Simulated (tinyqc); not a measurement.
Worked calculation: Lorentz oscillators and the Kramers-Kronig relations. Values are carried at full precision from step to step, so a last printed digit may differ when a step is redone from the rounded ones.

eps(E) = 1 + sum_j S_j/(E0_j^2 - E^2 - i G_j E).

Constants: hbar c = 1973.269805 eV angstrom; hbar^2/2m0 = 3.80998211 eV angstrom^2; e^2/(4 pi eps0) = 14.39964547 eV angstrom.

Parameters, chosen for this exercise:
- E0 = (3.42, 4.44) eV (resonances)
- G = (0.97, 0.54) eV (widths)
- S = (55.3, 93.9) eV^2 (strengths)
- E = 5.89 eV (photon energy)
- h = 0.4 eV (grid step)
- M = 40 (grid points E_j = j h)
- i = 13 (grid index at which eps1 is wanted)

## Dielectric function at one energy

Evaluate each oscillator and the sum.

terms: -2.2650+0.5627i  -5.9985+1.2738i

eps(E) = -7.2635+1.8365i
eps(0) = 10.4912

## Optical constants

n + i k = sqrt(eps1 + i eps2) with k >= 0; R = ((n - 1)^2 + k^2)/((n + 1)^2 + k^2) at normal incidence from vacuum; alpha = 2 E k/(hbar c), times 1e8 for 1/cm; loss function Im(-1/eps) = eps2/(eps1^2 + eps2^2).

Convert eps at the photon energy E into the optical constants.

n = 0.3381
k = 2.7162
R = 0.8525
alpha = 1.62e+06 1/cm
loss function = 0.0327
vacuum wavelength hc/E (hc = 1239.841984 eV nm) = 210.5 nm

The intensity falls to 1/e within 6.17 nm. eps1 is negative, so k exceeds n, as in a metal below its plasma energy; R is 0.85.

## Absorptive part on the grid

Tabulate eps2 at E_j = j h.

eps2(E_j), j = 1 .. M: 0.2141  0.4608  0.7861  1.2744  2.1117  3.7859  7.7418  16.3510  17.6986  17.3799  41.7312  15.3987  5.3523  2.6830  1.6187  1.0840  0.7757  0.5812  0.4505  0.3584  0.2910  0.2404  0.2014  0.1708  0.1463  0.1264  0.1102  0.0967  0.0853  0.0758  0.0676  0.0606  0.0546  0.0494  0.0448  0.0408  0.0372  0.0341  0.0313  0.0288

## eps1 at one grid point

Kramers-Kronig: eps1(E) = 1 + (2/pi) P integral_0^infinity E1 eps2(E1)/(E1^2 - E^2) dE1. Maclaurin rule on the grid E_j = j h, j = 1 .. M: eps1(E_i) = 1 + (4 h/pi) sum over j with j - i odd of E_j eps2(E_j)/(E_j^2 - E_i^2); nothing is added above E_M.

List the terms E_j eps2_j/(E_j^2 - E_i^2) for j - i odd, add them and form eps1.

terms in order of j (1/eV): -0.0140  -0.0833  -0.4270  -3.1145  -6.2971  -18.4785  3.4780  0.4984  0.1687  0.0776  0.0420  0.0252  0.0162  0.0110  0.0078  0.0057  0.0043  0.0033  0.0025  0.0020

sum = -24.072 1/eV
eps1(E_i) = -11.260

The oscillator formula gives -13.428 at E_i = 5.2 eV. The rule samples every 2h = 0.8 eV against a narrowest width of 0.54 eV and stops at 16 eV; coarse sampling and the missing tail make the difference.

## The f-sum on the grid

W(E_M) = (2/pi) h sum_j E_j eps2_j, with half weight on the last point; the full integral equals sum S_j = (hbar omega_p)^2, and the electron density follows from (hbar omega_p)^2 = 8 pi c (e^2/(4 pi eps0)) N with c = hbar^2/2m0.

W(E_M) = 147.13 eV^2
sum S = 149.20 eV^2
share reached on this grid (a step near the line widths can inflate it) = 0.986
hbar omega_p = 12.215 eV
N = 1.08e+23 1/cm^3

## Checks

- The value of eps1 at 5.895 eV from a fine, long grid (with the tail of eps2 ~ 1/E^3 added) against the oscillator formula: both -7.24.

Run: tinyqc, `OMP_NUM_THREADS=1 python tinyqc.py 1651688 1651689 out.jsonl`; Intel(R) Xeon(R) Processor @ 2.30GHz, one thread, shared host; about 0.1 s of CPU time with all checks.
